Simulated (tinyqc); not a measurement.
Tunnelling through a gate dielectric, WKB transmission and Tsu-Esaki current: effect of temperature.

Electrons leave the emitter at x = 0. Energies E (motion across the layers) are in eV from the emitter Fermi level; the collector Fermi level lies at -V and offers states at every E. No charge in the dielectric and no image force: F1 = V/t1, U = phi1 - F1 x. With C = hbar^2/(2 m0), kappa = sqrt(m (U - E)/C) where U > E and 0 elsewhere; T(E) = exp(-S), S = 2 times the integral of kappa over x.

Each layer adds (2/F) sqrt(m/C) [G(u at its left edge) - G(u at its right edge)] to S, with u = U - E (0 where negative) and G(u) = (2/3) u^1.5. J = J0 times the integral of T(E) N(E) dE, N = ln[(1 + exp(-E/Vt))/(1 + exp((-E - V)/Vt))], J0 = q^2 me m0 kB T/(2 pi^2 hbar^3) (times 1e-4 for A/cm^2 per eV), from E = -Ef to far above the barrier (T = 1 there), by quadrature converged to the digits shown. The share over the barrier is that of energies above the highest band edge; 0 means below 1e-6 %.

Values chosen for this exercise; dielectric values close to those of silicon dioxide:
```
symbol,value,unit,meaning
Ef,3.2,eV,Fermi energy of the emitter above its band bottom
me,0.79,m0,emitter mass in the supply function
phi1,3.14,eV,barrier of layer 1 above the emitter Fermi level at zero bias
m1,0.48,m0,tunnelling mass of layer 1
t1,6.6,nm,thickness of layer 1
V,4.2,V,voltage across the dielectric
```

Constants: q = 1.602176634e-19 C, kB = 1.380649e-23 J/K, hbar = 1.054571817e-34 J s, m0 = 9.1093837015e-31 kg, Vt = kB T/q, hbar^2/(2 m0) = 0.0380998212 eV nm^2. Results are converted to the units shown.

Effect of temperature:

| T (K) | J (A/cm^2) | mean E of the current (eV) | share over the barrier (%) |
|---|---|---|---|
| 50 | 3.460e-11 | -0.09768 | 0 |
| 100 | 3.590e-11 | -0.09397 | 0 |
| 200 | 4.185e-11 | -0.07798 | 0 |
| 300 | 5.522e-11 | -0.04617 | 0 |
| 400 | 8.640e-11 | 0.01509 | 0 |
| 500 | 1.790e-10 | 0.1468 | 0 |
| 600 | 6.251e-10 | 0.4485 | 0 |
| 750 | 1.651e-8 | 1.196 | 2.57e-4 |

Between 50 and 300 K the current changes by a factor of 1.60, and between 300 and 750 K by 299; the mean energy of the current rises from -0.0977 to 1.20 eV. The transmission grows by a factor e over d = 0.0506 eV near E = 0, equal to kB T/q at 587 K.

Computed by the program tinyqc: `OMP_NUM_THREADS=1 python tinyqc.py 2540121 2540122 out.jsonl`, one thread of a shared Intel Xeon 2.30GHz, about 0.03 s for the whole run.
